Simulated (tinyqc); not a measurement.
# Changing the fraction x of B

Model: order-disorder in a binary alloy on two sublattices: Bragg-Williams and pair (quasi-chemical) approximations. Computed by tinyqc, a small Python program. Command: `OMP_NUM_THREADS=1 python tinyqc.py 3027961 3027962 out.jsonl order sweep`. One thread of a shared host (Intel(R) Xeon(R) Processor @ 2.30GHz), about 0.01 s of CPU time with the checks.

All z = 4 neighbours of a site lie on the other sublattice. B fills the sublattices with x + eta/2 and x - eta/2; energies are per site, from the pure components: u = -z w y with y the probability of an A-B bond taken in one order.

Inputs (values chosen for the exercise, for a model alloy): ordering energy w = (e_AA + e_BB)/2 - e_AB = 39.5 meV; temperature T = 664 K.

Lattice: square (z = 4). Method: Newton steps.

scattering factors f_A, f_B (electrons): 30  74

Constants: k_B = 8.617333262e-05 eV/K.

Method:
- Bragg-Williams: k_B T_c = 2 z w x (1 - x). Pair approximation at x = 1/2: k_B T_c = w/ln(z/(z - 2)).
- Bragg-Williams: u = -z w [x (1 - x) + eta^2/4]; minimising f gives ln[a (1 - b)/(b (1 - a))] = 2 z w eta/(k_B T) =: ln Q, a = x + eta/2, b = x - eta/2. For given Q this is a quadratic for eta, (Q - 1) eta^2/4 - (Q + 1) eta/2 + (Q - 1) x (1 - x) = 0, smaller root: the map eta -> phi(eta).
- Newton steps on phi(eta) - eta, with the slope by central differences of 1e-6; start at 0.999 times 2x; stop when |phi - eta| < 1e-10.
- a = x + eta/2, b = x - eta/2; u = -z w [x (1 - x) + eta^2/4]; s/k_B = [s2(a) + s2(b)]/2, s2(c) = -c ln c - (1 - c) ln(1 - c); gain on ordering = f(eta) - f(0), f = u - T s. Superlattice over fundamental intensity = [eta (f_B - f_A)/2]^2/[(1 - x) f_A + x f_B]^2.
- Quasi-chemical disordered state, with T here the Bragg-Williams T_c and not the input T: y^2/[(1 - x - y)(x - y)] = exp(2 w/(k_B T)) =: E, so y = 2 x (1 - x)/(1 + r), r = sqrt(1 - 4 x (1 - x)(1 - 1/E)); Warren-Cowley alpha = 1 - y/(x (1 - x)); u = -z w y.

One run for each value; columns: (1) fraction x of B; (2) order parameter eta; (3) T_c, Bragg-Williams (K); (4) B fraction on its own sublattice; (5) B fraction on the A sublattice; (6) alpha of the disordered state at the Bragg-Williams T_c:
```
(1)       (2)     (3)      (4)      (5)       (6)
0.26  0.23959  705.54  0.37979  0.14021  -0.20226
0.34  0.52686  822.88  0.60343  0.07657  -0.22693
0.38  0.62790  863.95  0.69395  0.06605  -0.23498
0.42  0.71320  893.29  0.77660  0.06340  -0.24055
0.46  0.77773  910.89  0.84887  0.07113  -0.24384
0.50  0.80416  916.76  0.90208  0.09792  -0.24492
```

Give the missing row, fraction x of B = 0.30.

Computed row; columns: (1) fraction x of B; (2) order parameter eta; (3) T_c, Bragg-Williams (K); (4) B fraction on its own sublattice; (5) B fraction on the A sublattice; (6) alpha of the disordered state at the Bragg-Williams T_c:
```
(1)       (2)     (3)      (4)      (5)       (6)
0.30  0.40562  770.08  0.50281  0.09719  -0.21615
```

Interpolating between the two neighbouring rows (linearly) misses most in B fraction on the A sublattice, by 12 %. Over the rows, order parameter eta rises from 0.240 to 0.804 (exponent d ln y / d ln x 3.7 between the first rows and 0.40 between the last); T_c, Bragg-Williams (K) rises from 706 to 917 (exponent d ln y / d ln x 0.61 between the first rows and 0.077 between the last); B fraction on its own sublattice rises from 0.380 to 0.902 (exponent d ln y / d ln x 2.0 between the first rows and 0.73 between the last).  Left out: 0.220 (T is above the Bragg-Williams T_c).

Caution (all rows): T is near or above the T_c of the better pair approximation, so the true long-range order is lower than Bragg-Williams gives.
